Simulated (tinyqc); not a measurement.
Comparisons within one model: Wannier functions of a composite (isolated) pair of valence bands (bonds of an sp chain). A value that a table varies takes the place of the one given here.

Each atom has a hybrid pointing left (<) and right (>). H(k): diagonal +V3 on A, -V3 on B; <A<|A>> = -V1a, <B<|B>> = -V1b, <A>|B<> = -V2, <B>|A<> = -V2p exp(ik); k in 1/a, Bloch sums with exp(ikR). The two lowest bands are filled. Trial functions in cell 0: g1 = cos(c) A> + sin(c) B<, and g2 = sin(c) B> + cos(c) A< of cell 1, whose Bloch vector has cos(c) exp(-ik) on A<. Projection A_mn = <psi_m|g_n>, S = A^+ A, Loewdin U = A S^(-1/2), Bloch-like states w_n = sum_m psi_m U_mn, H_W(k) = U^+ diag(E) U. P = sum_m |psi_m><psi_m| is free of phase choices, and S = g^+ P g, w = P g S^(-1/2).

Values chosen for the exercise: V2 = 4.41 eV (coupling in the bond A-B inside the cell); V2p = 3.11 eV (coupling in the bond to the next cell); V1a = 1.57 eV (coupling of the two hybrids on A); V1b = 1.13 eV (the same on B); V3 = 0.9 eV (A at +V3, B at -V3); xb = 0.59 a (position of B (A at 0)); c = 55 degrees (trial bonds cos(c) on A, sin(c) on B).

## Choice of the trial bonds

N = 12; centres and spreads in real space with point-like hybrids at R and R + xb; smallest eigenvalue of S over the mesh.

Trial angle:
```
c (deg)  smallest S  centre 1 (a)  centre 2 (a)  sum of centres  total spread (a^2)  H_12(R = 0), mean over k (eV)
15            0.489        0.3471        0.7419          1.0890              0.1320                        -0.6955
30            0.740        0.3471        0.7419          1.0890              0.1316                        -0.6884
45            0.927        0.3471        0.7419          1.0890              0.1315                        -0.6824
55            0.947        0.3471        0.7419          1.0890              0.1315                        -0.6787
65            0.844        0.3471        0.7419          1.0890              0.1315                        -0.6747
75            0.699        0.3471        0.7419          1.0890              0.1316                        -0.6704
85            0.530        0.3471        0.7419          1.0890              0.1318                        -0.6653
```

The sum of the centres stays at 1.0890 a within 0.0000: it gives the electronic polarisation, modulo a, and is fixed by the filled space. Single centres move by less than 0.0001 a here and H_12(0), a matter of gauge, moves by 30 meV. The total spread runs only from 0.1315 to 0.1320 a^2, so the orthogonalisation repairs even poor trials; the projection is best at c = 55 degrees among these rows, and the two bonds, isolated, have c = 51 and 53.

## Interpolating the pair or each band alone

Largest error on 25 points from 0 to pi. Pair: diagonalise the Hermitian part of sum_R exp(ikR) H(R) over the N cells nearest the origin, with H(R) the mean of exp(-ikR) H_W(k) on the mesh k = 2 pi j/N. Alone: the cosine series of each sorted band on the same mesh.

Errors (meV):
```
N      pair  each band alone
3   9.25659         73.83907
4   4.66289         11.61595
5   0.54955         15.29445
6   0.25052          2.35684
8   0.01855          0.68388
10  0.00142          0.18576
14  0.00001          0.01443
```

smallest spacing of the two filled bands = 1.2801 eV

At N = 6 the pair errs by 0.25 meV and the single bands by 2.4; at N = 10, 0.0014 against 0.19. Both fall exponentially: the pair at a rate tied to the gap to the empty bands (4.77 eV), the single bands at a slower one tied to their own spacing (1.280 eV at the closest). Not every column falls at every step, since even meshes hold k = pi and odd ones do not.

## What each parameter does

N = 12: centres, total spread (point-like hybrids at R and R + xb) and H_12(0). Each row changes one parameter from the base and keeps the others.

Results:
```
case           centre 1 (a)  centre 2 (a)  total spread (a^2)  H_12(0) (eV)
base                 0.3471        0.7419              0.1315       -0.6787
V2 = 4.81 eV         0.3430        0.7414              0.1310       -0.6745
V2p = 3.51 eV        0.3481        0.7478              0.1311       -0.6739
V1a = 1.77 eV        0.3450        0.7434              0.1331       -0.6739
V1b = 1.33 eV        0.3474        0.7411              0.1330       -0.7982
V3 = 1.3 eV          0.3704        0.7200              0.1246       -0.7325
xb = 0.64 a          0.3766        0.7734              0.1374       -0.6787
```

The largest shifts from the base row, up to three for each result and ties (the steps differ in size, so this ranks the rows, not the parameters). centre 1 (a): xb +0.0295, V3 +0.0234, V2 -0.0041. centre 2 (a): xb +0.0314, V3 -0.0219, V2p +0.0059. total spread (a^2): V3 -0.0068, xb +0.0059, V1a +0.0017. H_12(0) (eV): V1b -0.1195, V3 -0.0538, V2p +0.0048, V1a +0.0048; unchanged at the printed digits by xb.

Computed by tinyqc, a small Python program: `OMP_NUM_THREADS=1 python tinyqc.py 1450247 1450248 out.jsonl` (the numbers bound the seed that draws the inputs); one thread of a shared host (Intel(R) Xeon(R) Processor @ 2.30GHz), about 0.2 s for the whole set of steps.
